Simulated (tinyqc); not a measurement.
# Threshold-voltage variability of a planar MOSFET, analytic estimates: what changes with what

Three independent sources add in quadrature: random dopants in the depleted layer, metal-gate grains of two orientations, and roughness of the two gate edges acting through the roll-off VT = VT(long) - Vr exp(-L/l). These are first-order estimates: no three-dimensional electrostatics, no percolation.

Inputs (values chosen for the exercise); material values close to those of germanium:
- T = 300 K (temperature)
- Eg = 0.654 eV (band gap)
- eps_r = 15.9 (relative permittivity of the semiconductor)
- Nc = 1.04e19 cm^-3 (conduction-band density of states at T)
- Nv = 6.04e18 cm^-3 (valence-band density of states at T)
- Na = 5.2e18 cm^-3 (channel doping)
- ti = 2.5 nm (oxide-equivalent thickness in inversion)
- L = 25 nm (gate length)
- W = 30 nm (gate width)
- G = 10 nm (metal grain size)
- dW = 0.1 eV (work-function difference of the two grain orientations)
- p = 0.3 (share of the orientation of higher work function)
- De = 1.9 nm (rms roughness of one gate edge)
- La = 20 nm (correlation length of the roughness)
- l = 7.1 nm (decay length of the threshold roll-off)
- Vr = 2.1 V (prefactor of the roll-off)

Constants: q = 1.602176634e-19 C, kB = 1.380649e-23 J/K, Vt = kB T/q, eps0 = 8.8541878128e-14 F/cm where lengths are in cm. Results are converted to the units shown.

Each table varies one quantity; the others keep the values above.

## Effect of the correlation length of the roughness

ni = sqrt(Nc Nv) exp(-Eg/(2 Vt)), Eg in volts; Cox = 3.9 eps0/ti; Wd = sqrt(4 eps0 eps_r Vt ln(Na/ni)/(q Na)); dopants: s1 = (q/Cox) sqrt(Na Wd/(3 L W)). Grains: Ng = L W/G^2 (at least 1), s2 = dW sqrt(p (1 - p)/Ng). Edges, with exponential correlation and u = W/La: the mean gate length has sL^2 = 2 De^2 (2/u)[1 - (1 - exp(-u))/u]; s3 = sL (Vr/l) exp(-L/l). s = sqrt(s1^2 + s2^2 + s3^2). l and Vr are held fixed.

The same in every row: s1 (mV) = 67.418; s2 (mV) = 16.733.

Effect of the correlation length of the roughness:

| La (nm) | s3 (mV) | s (mV) | s sqrt(L W) (mV um) |
|---|---|---|---|
| 2 | 8.2892 | 69.957 | 1.9158 |
| 5 | 12.387 | 70.560 | 1.9324 |
| 10 | 15.859 | 71.251 | 1.9513 |
| 20 | 18.839 | 71.973 | 1.9711 |
| 40 | 20.894 | 72.538 | 1.9865 |
| 80 | 22.116 | 72.900 | 1.9964 |
| 160 | 22.786 | 73.106 | 2.0021 |

As La goes from 2 to 160 nm, s rises from 70.0 to 73.1 mV. The dopants are the largest source in the first and the last row. The edge term s3 rises from 8.29 to 22.8 mV: a longer correlation averages out less along the width.

## Scaling length and width together

Same model as above.

l and Vr are held fixed. W = 1.2 L in every row; l is held fixed.

Scaling length and width together:

| L (nm) | s1 (mV) | s2 (mV) | s3 (mV) | s (mV) | s sqrt(L W) (mV um) |
|---|---|---|---|---|---|
| 16 | 105.34 | 26.146 | 72.005 | 130.25 | 2.2829 |
| 20 | 84.273 | 20.917 | 39.646 | 95.453 | 2.0913 |
| 24 | 70.227 | 17.430 | 21.858 | 75.588 | 1.9873 |
| 30 | 56.182 | 13.944 | 8.9692 | 58.577 | 1.9250 |
| 37 | 45.553 | 11.306 | 3.1832 | 47.043 | 1.9067 |
| 45 | 37.455 | 9.2962 | 0.97826 | 38.603 | 1.9030 |
| 55 | 30.645 | 7.6060 | 0.22506 | 31.575 | 1.9024 |

What does the table show?

As L goes from 16 to 55 nm, s falls from 130 to 31.6 mV. The dopants are the largest source in the first and the last row. The product s sqrt(L W) falls from 2.28 to 1.90 mV um: s1 and s2 go as 1/sqrt(L W), so the change comes from s3 alone. At L = 16 nm the gate holds under four grains, so the work function takes a few discrete values.

## Effect of the gate length

Same model as above.

l and Vr are held fixed.

Effect of the gate length:

| L (nm) | s1 (mV) | s2 (mV) | s3 (mV) | s (mV) | s sqrt(L W) (mV um) |
|---|---|---|---|---|---|
| 15 | 87.037 | 21.602 | 77.044 | 118.23 | 2.5080 |
| 18 | 79.453 | 19.720 | 50.493 | 96.184 | 2.2351 |
| 22 | 71.868 | 17.838 | 28.745 | 79.432 | 2.0407 |
| 26 | 66.109 | 16.408 | 16.364 | 70.053 | 1.9565 |
| 32 | 59.590 | 14.790 | 7.0287 | 61.799 | 1.9148 |
| 38 | 54.684 | 13.572 | 3.0190 | 56.424 | 1.9051 |
| 46 | 49.701 | 12.336 | 0.97841 | 51.219 | 1.9027 |
| 55 | 45.453 | 11.282 | 0.27543 | 46.833 | 1.9024 |

Read the table: what changes, and by how much?

As L goes from 15 to 55 nm, s falls from 118 to 46.8 mV. The dopants are the largest source in the first and the last row. The product s sqrt(L W) falls from 2.51 to 1.90 mV um: s1 and s2 go as 1/sqrt(L W), so the change comes from s3 alone.

Program tinyqc, `OMP_NUM_THREADS=1 python tinyqc.py 2090060 2090061 out.jsonl`; Intel Xeon 2.30GHz, shared host, one thread, about 0.01 s.
